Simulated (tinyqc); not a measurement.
One-electron ion in a basis of Gaussians, step by step. Computed by tinyqc, a small Python program that keeps every step. Settings: Z = 2, l = 1. Command: `OMP_NUM_THREADS=1 python tinyqc.py 28476 28477 out.jsonl` (the two numbers bound the seeds that draw the settings). One thread of a shared host (Intel(R) Xeon(R) Processor @ 2.60GHz), about 0.01 s of CPU time with the checks.

## Matrices over normalised Gaussians

exponents of r^l exp(-a r^2) (1/bohr^2): 0.04762  0.12750

Z = 2

l = 1

With p = a_i + a_j and I(k) = Gamma((k+1)/2) / (2 p^((k+1)/2)): S = I(2l+2), T = (2l+3) a_i a_j S / p, V = -Z I(2l+1), each divided by sqrt(S_ii S_jj).

S:
```
         1        2
1  1.00000  0.74707
2  0.74707  1.00000
```

T (hartree):
```
         1        2
1  0.11905  0.12951
2  0.12951  0.31875
```

V (hartree):
```
          1         2
1  -0.46431  -0.47035
2  -0.47035  -0.75974
```

## Generalised eigenproblem

H = T + V (hartree):
```
          1         2
1  -0.34526  -0.34084
2  -0.34084  -0.44099
```

Solve H C = S C e through S^(-1/2); each column has its largest component positive (the first on a tie).

eigenvalues of S: 0.25293  1.74707

eigenvalues (hartree): -0.44213  -0.18467

coefficients:
```
         1         2
1  0.10038   1.50098
2  0.92278  -1.18806
```

For Z = 2 and l = 1 the exact lowest level is -Z^2/(2 n^2) with n = l + 1: -0.500000 hartree.
